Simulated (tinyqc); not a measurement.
Worked calculation: Hall factor, magnetoresistance and optical conductivity for a power-law relaxation time. Computed by tinyqc, a small Python program that keeps every step. Command: `OMP_NUM_THREADS=1 python tinyqc.py 3000197 3000198 out.jsonl magneto walk`. One thread of a shared host (Intel(R) Xeon(R) Processor @ 2.30GHz), about 0.01 s of CPU time with the checks. Intermediate numbers are printed to about 7 digits and carried at full precision; extremes and crossings named in words are read from the listed rows.

One spherical parabolic band, tau(E) = tau_0 x^s with x = E/(k_B T). Landau quantisation is left out.

Inputs (values chosen for the exercise, with a mass close to that of electrons in silicon):

| quantity | value | unit |
|---|---|---|
| effective mass m | 0.26 | m_0 |
| exponent s | -0.5 | - |
| tau_0 | 1200 | fs |
| reduced Fermi level eta | -2.1 | - |
| temperature T | 300 | K |
| magnetic field B | 0.18 | T |
| frequency f | 0.028 | THz |
| background permittivity eps_inf | 7.03 | - |

Constants: m_0 = 9.1093837015e-31 kg; k_B = 1.380649e-23 J/K; hbar = 1.054571817e-34 J s; e = 1.602176634e-19 C; eps_0 = 8.8541878128e-12 F/m; c = 299792458 m/s.

## Density and moments of tau

<y> = int y x^(3/2) f (1 - f) dx / int x^(3/2) f (1 - f) dx, f = 1/(1 + exp(x - eta)). Integrals over x = E/(k_B T) use 160 Gauss-Legendre points in u = sqrt(x) from 0 to sqrt(max(eta, 0) + 45). n = (2 m k_B T)^(3/2)/(3 pi^2 hbar^3) int x^(3/2) f (1 - f) dx; moments in units of tau_0.

density n = 3.908447e+17 1/cm^3

<tau>/tau_0 = 0.7396853

<tau^2>/tau_0^2 = 0.6401637

<tau^3>/tau_0^3 = 0.6985600

<1/tau> tau_0 = 1.522643

## Limits

mu = e <tau>/m; weak field r_H = <tau^2>/<tau>^2 and MR = c (mu B)^2, c = <tau^3>/<tau>^3 - r_H^2; strong field r_H = 1 and MR = <tau> <1/tau> - 1.

drift mobility mu = 6004.492 cm^2/(V s)

weak-field Hall factor = 1.170030

coefficient c = 0.3571166

saturation MR = 12.62766 %

For a classical gas r_H = Gamma(5/2) Gamma(5/2 + 2s)/Gamma(5/2 + s)^2 = 1.1781.

## At the given field

With w_c = e B/m: sigma_xx = (n e^2/m) <tau/(1 + w_c^2 tau^2)>, sigma_xy = (n e^2/m) <w_c tau^2/(1 + w_c^2 tau^2)>; r_H = (n e/B) sigma_xy/(sigma_xx^2 + sigma_xy^2); MR = sigma_0 sigma_xx/(sigma_xx^2 + sigma_xy^2) - 1, sigma_0 = n e^2 <tau>/m.

mu B = 0.1080809

sigma_xx = 368.9274 S/cm

|sigma_xy| = 46.06843 S/cm

Hall factor r_H = 1.159429

magnetoresistance MR = 0.3530130 %

## Field dependence

The formulas are those given above.

Against the field:

| B (T) | mu B | r_H | MR (%) |
|---|---|---|---|
| 0.05 | 3.002246e-02 | 1.168873 | 3.133868e-02 |
| 0.17 | 1.020764e-01 | 1.160341 | 3.186904e-01 |
| 0.5 | 3.002246e-01 | 1.127403 | 1.843047e+00 |
| 1 | 6.004492e-01 | 1.087622 | 4.334093e+00 |
| 1.7 | 1.020764e+00 | 1.054682 | 6.936655e+00 |
| 3.3 | 1.981482e+00 | 1.023345 | 9.947551e+00 |
| 6.7 | 4.023010e+00 | 1.007133 | 1.176062e+01 |
| 17 | 1.020764e+01 | 1.001205 | 1.247784e+01 |
| 67 | 4.023010e+01 | 1.000079 | 1.261782e+01 |

r_H falls from 1.169 to 1.000, so a strong-field measurement gives n directly; half of the fall is done between 0.600 and 1.02 in mu B. MR starts as B^1.90 and reaches 100 % of its saturation value in the last row. It arises only because carriers of different energy have different Hall angles, which one Hall field cannot cancel. Above 58 T hbar w_c exceeds k_B T and mu B exceeds 1, and Landau quantisation replaces this picture.

## Response at frequency f

sigma(w) = (n e^2/m) <tau/(1 - i w tau)>, w = 2 pi f; eps = eps_inf + i sigma/(eps_0 w); N = sqrt(eps); absorption coefficient 2 w Im N/c; reflectivity |(N - 1)/(N + 1)|^2; plasma frequency sqrt(n e^2/(eps_inf eps_0 m))/(2 pi).

sigma(w) = 361.9570+64.6613i S/cm

permittivity = -4144.02+23236.48i

refractive index = 98.6385+117.7861i

absorption coefficient = 1382.424 1/cm

reflectivity = 0.9834231

plasma frequency = 4.151924 THz

w <tau> = 0.16 and f/f_p = 0.00674. Here the real part of eps is negative and the sample reflects like a metal.

Checks made by the program: <tau> against adaptive quadrature (relative difference below 1e-10).
